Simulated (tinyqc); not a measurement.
Inside a calculation. Model: thermoelectric coefficients with energy filtering, Landauer integrals.

tinyqc, about 0.02 s, one thread, Intel Xeon 2.30GHz (shared host): `OMP_NUM_THREADS=1 python tinyqc.py 2800043 2800044 out.jsonl` Printed values are rounded.

Bulk parabolic band, x = (E - Ec)/kB T, C = hbar^2/(2 m0), kB T in eV. Modes per area gv m kB T x/(4 pi C) times the back-scattering length l0 x^rr give the transport function s0 X(x), s0 = (2 q^2/h) gv m kB T l0/(4 pi C), X = x^(1 + rr), multiplied by tb for x < xb. I_k = int X (x - eta)^k w dx, w = 1/(4 cosh^2((x - eta)/2)).

Values chosen for this exercise: temperature T = 300 K; mass of one valley m = 0.15 m0; valleys gv = 3; back-scattering length at x = 1 l0 = 39 nm; energy exponent of that length rr = 0; lattice thermal conductivity kL = 4.8 W/(m K); reduced Fermi level (EF - Ec)/kB T eta = 3.9; barrier height over kB T, above Ec xb = 4.4; share of the transport function left below the barrier tb = 0.05; lower end of the grid xa = 0; upper end of the grid xe = 16; points of the grid nE = 17.

Constants: q = 1.602176634e-19 C, kB = 1.380649e-23 J/K, hbar = 1.054571817e-34 J s, h = 6.62607015e-34 J s, m0 = 9.1093837015e-31 kg, Vt = kB T/q, hbar^2/(2 m0) = 0.0380998212 eV nm^2. Results are converted to the units shown.

Range of the model: Parabolic bands, elastic scattering and a fixed kL make these model figures, not those of a material.

## The three integrals on a coarse grid

Simpson's rule on nE equally spaced points from xa to xe.

| point | x | X | w | X w |
|---|---|---|---|---|
| 0 | 0.0000 | 0 | 0.0194467 | 0 |
| 1 | 1.0000 | 0.05 | 0.0494336 | 0.00247168 |
| 2 | 2.0000 | 0.1 | 0.113180 | 0.0113180 |
| 3 | 3.0000 | 0.15 | 0.205500 | 0.0308250 |
| 4 | 4.0000 | 0.2 | 0.249376 | 0.0498752 |
| 5 | 5.0000 | 5 | 0.187370 | 0.936849 |
| 6 | 6.0000 | 6 | 0.0971947 | 0.583168 |
| 7 | 7.0000 | 7 | 0.0412490 | 0.288743 |
| 8 | 8.0000 | 8 | 0.0160367 | 0.128294 |
| 9 | 9.0000 | 9 | 0.00602308 | 0.0542077 |
| 10 | 10.0000 | 10 | 0.00223284 | 0.0223284 |
| 11 | 11.0000 | 11 | 8.23745e-4 | 0.00906120 |
| 12 | 12.0000 | 12 | 3.03355e-4 | 0.00364026 |
| 13 | 13.0000 | 13 | 1.11641e-4 | 0.00145133 |
| 14 | 14.0000 | 14 | 4.10762e-5 | 5.75067e-4 |
| 15 | 15.0000 | 15 | 1.51119e-5 | 2.26678e-4 |
| 16 | 16.0000 | 16 | 5.55945e-6 | 8.89512e-5 |

I_0, I_1, I_2 on this grid: [2.29794, 4.26711, 11.8951]

Converged values are 2.2245, 4.1676 and 11.871; the grid is 3.3 % above the first and 0.20 % above the last.

## Coefficients of the electrons

converged I_0, I_1, I_2: [2.22450, 4.16757, 11.8711]

sigma = s0 I_0, S = -(kB/q) I_1/I_0, Lorenz number L = (kB/q)^2 [I_2/I_0 - (I_1/I_0)^2], kappa_e = L sigma T.

s0 = 734.232 S/cm
sigma = 1633.30 S/cm
S = -161.445 uV/K
L = 1.35636 x 1e-8 V^2/K^2
kappa_e = 0.664603 W/(m K)

L is 44 % below the Sommerfeld value (pi^2/3)(kB/q)^2 = 2.443e-8 V^2/K^2.

## Power factor and figure of merit

Power factor S^2 sigma, ZT = S^2 sigma T/(kappa_e + kL).

power factor = 4.25710 mW/(m K^2)
ZT = 0.233710
electronic share of kappa = 12.1620 %
